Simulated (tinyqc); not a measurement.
Charge neutrality of a doped semiconductor with incomplete ionisation: one step, computed by the program tinyqc. Command: `OMP_NUM_THREADS=1 python tinyqc.py 3026658 3026659 out.jsonl dopant walk`. One thread of a shared host (Intel(R) Xeon(R) Processor @ 2.30GHz), about 0.02 s of CPU time with the checks.

Energies are counted from the top of the valence band; E_D is measured down from the conduction band and E_A up from the valence band.

Question. The closed form for the extrinsic range. With Boltzmann statistics, no holes and every acceptor ionised, n (n + N_A) = n1 (N_D - N_A - n) with n1 = (N_c/g_D) exp(-E_D/k_B T). Take the positive root.

Inputs (values chosen for the exercise, modelled on diamond):

| quantity | value | unit |
|---|---|---|
| donor density N_D | 1.4e+18 | cm^-3 |
| acceptor density N_A | 0 | cm^-3 |
| donor depth E_D | 0.549 | eV |
| donor degeneracy g_D | 2 | - |
| temperature T | 300 | K |

Doping: n-type. Statistics of the bands: Boltzmann.

N_c = 6.343482e+19 cm^-3

k_B T = 0.02585200 eV

Give: n1; n from the quadratic.

Answer.

n1 = 1.8989e+10 cm^-3

n from the quadratic = 1.6304e+14 cm^-3
